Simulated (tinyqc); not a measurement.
Metal-induced gap states at the contact of a metal chain and a two-band chain: one step. Pinning factor.

Constants: e^2/(4 pi eps0) = 14.39964547 eV angstrom.

Parameters, chosen for this exercise (out of a larger set: gap and optical dielectric constant near those of GaN; the chain itself is a model; not measured data): a = 3.19 angstrom (period (two sites); one chain for each area a^2); eps = 5.4 (dielectric constant).

Ds, the density per spin summed over the semiconductor = 0.0101399 1/eV
xi, the decay length of the density = 2.71080 angstrom

Problem. Gap states per area N = 2 Ds/a^2 (two spins). Charge in them sits a distance xi from the metal, so S = 1/(1 + 4 pi e^2 N xi/eps), e^2 meaning e^2/(4 pi eps0); S is the change of the barrier per change of the metal work function.

Give: N; 4 pi e^2 N xi/eps; S.

Solution.

N = 1.993e+13 1/(eV cm^2)
4 pi e^2 N xi/eps = 0.1810
S = 0.8467

Weak pinning, nearer the Schottky limit S = 1.

Run: tinyqc, `OMP_NUM_THREADS=1 python tinyqc.py 1450040 1450041 out.jsonl`; Intel(R) Xeon(R) Processor @ 2.30GHz, one thread, shared host; about 0.01 s of CPU time with all checks.
